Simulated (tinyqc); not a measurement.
Changing the width sigma of ln R: competing polymorphs of an oxide film: bulk, surface, grain-boundary, dopant and field terms. Computed by tinyqc, a small Python program. Command: `OMP_NUM_THREADS=1 python tinyqc.py 3012649 3012650 out.jsonl polymorph sweep`. One thread of a shared host (Intel(R) Xeon(R) Processor @ 2.30GHz), about 0.01 s of CPU time with the checks.

Phases: monoclinic m (reference), polar orthorhombic o, tetragonal t. Free energies per formula unit (f.u.); 1 J/m^2 x angstrom^3/nm = 6.241509 meV.

Inputs (values chosen for the exercise, for a model oxide):

| quantity | value | unit |
|---|---|---|
| energy of the polar phase o over m | 71.3 | meV/f.u. |
| energy of the tetragonal phase t over m | 104 | meV/f.u. |
| entropy of o over m | 0.0029 | meV/(f.u. K) |
| entropy of t over m | 0.057 | meV/(f.u. K) |
| surface energy of m | 2.92 | J/m^2 |
| surface energy of o | 2.57 | J/m^2 |
| surface energy of t | 2.4 | J/m^2 |
| grain-boundary energy over surface energy | 0.54 | - |
| volume per formula unit Omega | 33.7 | angstrom^3 |
| film thickness h | 15 | nm |
| grain radius R | 20 | nm |
| temperature T | 300 | K |
| dopant content x | 2.2 | % |
| shift of o per % of dopant | -7.9 | meV/f.u. |
| shift of t per % of dopant | -16 | meV/f.u. |
| interlayer thickness (SiO2) | 0.43 | nm |

Geometry: columnar grains in a film.

permittivities of m, o, t: 19  27  44

Method:
- Bulk term b = H - T S + (shift) x, zero for m. The undoped bulk turns from m to t at T = H_t/S_t.
- With G = b + gamma Omega A (b the bulk free energy per formula unit, A the area per volume), two phases i, j cross at A_ij = (b_j - b_i)/(Omega (gamma_i - gamma_j)); o has a window only if A_mo < A_ot.
- Grain radii are log-normal by volume with median R and width sigma; the share with A above A* is that with radius below R*, R* = f_b/(A* - 2/h) (all grains if A* <= 2/h), share = (1/2) erfc[-ln(R*/R)/(sqrt 2 sigma)]. Effective permittivity of a layer of thickness h built of such grains, taken in parallel: sum of share x eps; EOT = interlayer + 3.9 h/eps.

One run for each value:

| width sigma of ln R | share of o | effective permittivity |
|---|---|---|
| 0.1 | 0 | 19.000 |
| 0.2 | 0 | 19.000 |
| 0.3 | 0 | 19.000 |
| 0.4 | 0 | 19.000 |
| 0.5 | 0 | 19.000 |
| 0.6 | 0 | 19.000 |
| 0.7 | 0 | 19.004 |
| 0.8 | 0 | 19.019 |

Describe the trends.

Over the rows, share of o does not change; effective permittivity rises from 19.000 to 19.019, flat over part of the range.

Extremes, crossings and ranges named in words are read from the listed rows.
